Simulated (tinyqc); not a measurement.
Inside a calculation. Method: Born-Oppenheimer dynamics on the UHF/sto-3g surface (energies and gradients from PySCF), for BeH, spin multiplicity 2. Computed by tinyqc, a small Python program that keeps every step (integrals from PySCF). Settings: charge = 0, multiplicity = 2, basis = sto-3g, time step (fs) = 0.5, steps = 24. Command: `OMP_NUM_THREADS=1 python tinyqc.py 28612 28613 out.jsonl` (the two numbers bound the seeds that draw the settings). One thread of a shared host (Intel(R) Xeon(R) Processor @ 2.60GHz), about 2 s of CPU time with the checks.

positions (bohr):
```
,x,y,z
1Be,0.0000,0.0000,0.0000
2H,0.0000,0.0000,2.3565
```

The total energy should stay constant up to terms of order dt^2; the step counts as short enough if it moves by less than 2 % of the largest kinetic energy.

Trajectory:
```
time (fs),1Be-2H (angstrom),potential (hartree),kinetic (hartree),total (hartree)
0.0000,1.2470,-14.934055,0.003417,-14.930638
0.5000,1.2579,-14.934523,0.003876,-14.930647
1.0000,1.2718,-14.934961,0.004306,-14.930655
1.5000,1.2879,-14.935250,0.004591,-14.930659
2.0000,1.3051,-14.935319,0.004659,-14.930660
2.5000,1.3224,-14.935153,0.004496,-14.930657
3.0000,1.3387,-14.934792,0.004139,-14.930652
3.5000,1.3533,-14.934311,0.003664,-14.930647
4.0000,1.3655,-14.933804,0.003163,-14.930641
4.5000,1.3746,-14.933363,0.002727,-14.930636
5.0000,1.3802,-14.933065,0.002432,-14.930633
5.5000,1.3821,-14.932960,0.002328,-14.930632
6.0000,1.3802,-14.933065,0.002432,-14.930633
6.5000,1.3746,-14.933362,0.002726,-14.930636
7.0000,1.3655,-14.933802,0.003161,-14.930641
7.5000,1.3534,-14.934309,0.003662,-14.930647
8.0000,1.3388,-14.934790,0.004138,-14.930652
8.5000,1.3224,-14.935152,0.004495,-14.930657
9.0000,1.3052,-14.935318,0.004658,-14.930660
9.5000,1.2880,-14.935250,0.004591,-14.930659
10.0000,1.2719,-14.934962,0.004308,-14.930655
10.5000,1.2579,-14.934525,0.003878,-14.930647
11.0000,1.2470,-14.934057,0.003418,-14.930638
11.5000,1.2400,-14.933691,0.003059,-14.930631
12.0000,1.2372,-14.933535,0.002907,-14.930628
```

Is the time step short enough?

Yes. The total energy moves within 3.2e-05 hartree, under 2 % of the largest kinetic energy.
